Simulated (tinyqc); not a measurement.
# p-n diode with diffusion and depletion-layer recombination: currents and ideality against junction voltage

Abrupt junction in the depletion approximation, low injection, full ionisation, neutral widths fixed, ohmic contact on the p side. Vj is the junction voltage; where a series resistance Rs is given, V = Vj + J Rs is the terminal voltage.

ni = sqrt(Nc Nv) exp(-Eg/(2 Vt)), Eg in volts; D = mu Vt; Ln = sqrt(Dn tn), Lp = sqrt(Dp tp); J0n = q ni^2 Dn coth(wp/Ln)/(Ln Na); J0p = (q ni^2 Dp/(Lp Nd)) (s + tanh(wn/Lp))/(1 + s tanh(wn/Lp)), s = Sp Lp/Dp. J_diff = (J0n + J0p)(exp(Vj/Vt) - 1). Vbi = Vt ln(Na Nd/ni^2), W = sqrt(2 eps0 eps_r (Vbi - Vj)(1/Na + 1/Nd)/q), xp = W Nd/(Na + Nd), xn = W Na/(Na + Nd); u(x) = q Na (x + xp)^2/(2 eps0 eps_r) for x < 0 and Vbi - Vj - q Nd (xn - x)^2/(2 eps0 eps_r) for x > 0; p = Na exp(-u/Vt), n = Nd exp((u - Vbi + Vj)/Vt); U = ni^2 (exp(Vj/Vt) - 1)/(tp (n + ni exp(Et/Vt)) + tn (p + ni exp(-Et/Vt))); J_scr = q times the integral of U from -xp to xn. J = J_diff + J_scr. Ideality = (1/Vt) dVj/d ln J or (1/Vt) dV/d ln J; last column ni^2 exp(Vj/Vt)/N^2.

Inputs (values chosen for the exercise); band and dielectric values those of a made-up semiconductor: temperature T = 400 K; band gap Eg = 2.89 eV; relative permittivity eps_r = 10.1; conduction-band density of states at T Nc = 2.49e19 cm^-3; valence-band density of states at T Nv = 3.51e19 cm^-3; acceptor density Na = 6.7e17 cm^-3; donor density Nd = 1.2e17 cm^-3; electron mobility in the p side mun = 280 cm^2/(V s); hole mobility in the n side mup = 55 cm^2/(V s); electron lifetime tn = 2e-8 s; hole lifetime tp = 2e-7 s; neutral width of the p side wp = 0.5 um; neutral width of the n side wn = 29 um; recombination velocity at the n contact Sp = 1e7 cm/s; series resistance Rs = 0.00063 ohm cm^2; trap level above the intrinsic level Et = 0.05 eV.

Constants: q = 1.602176634e-19 C, kB = 1.380649e-23 J/K, Vt = kB T/q, eps0 = 8.8541878128e-14 F/cm where lengths are in cm. Results are converted to the units shown.

Results:
```
Vj (V)	J_diff (A/cm^2)	J_scr (A/cm^2)	J (A/cm^2)	V (V)	ideality against Vj	ideality against V	minority/doping, lighter side
0.64	1.976e-21	1.327e-13	1.327e-13	0.6400	1.964	1.964	2.719e-24
0.86	1.169e-18	3.428e-12	3.428e-12	0.8600	1.961	1.961	1.608e-21
1.07	5.171e-16	7.696e-11	7.696e-11	1.070	1.955	1.955	7.115e-19
1.29	3.058e-13	2.025e-9	2.025e-9	1.290	1.947	1.947	4.208e-16
1.5	1.353e-10	4.658e-8	4.671e-8	1.500	1.932	1.932	1.862e-13
1.72	8.002e-8	1.271e-6	1.351e-6	1.720	1.822	1.822	1.101e-10
2.15	0.02094	9.381e-4	0.02188	2.150	1.020	1.020	2.881e-5
2.36	9.265	0.02887	9.294	2.366	1.001	1.171	0.01275
```

Estimate the missing row, Vj = 1.93 V.

Computed row:
```
Vj (V)	J_diff (A/cm^2)	J_scr (A/cm^2)	J (A/cm^2)	V (V)	ideality against Vj	ideality against V	minority/doping, lighter side
1.93	3.541e-5	3.086e-5	6.627e-5	1.930	1.282	1.282	4.872e-8
```

With this row back in the table: The ideality against Vj falls from 1.96 to 1.00. Diffusion overtakes recombination in the layer between Vj = 1.72 and 1.93 V. J_scr alone has an ideality of 1.96 between the first two rows and 1.78 between the last two. From Vj = 2.36 V the series resistance raises the terminal ideality by over a tenth; there J Rs = 0.17 Vt.

tinyqc, about 0.01 s, one thread, Intel Xeon 2.30GHz (shared host): `OMP_NUM_THREADS=1 python tinyqc.py 2260009 2260010 out.jsonl`
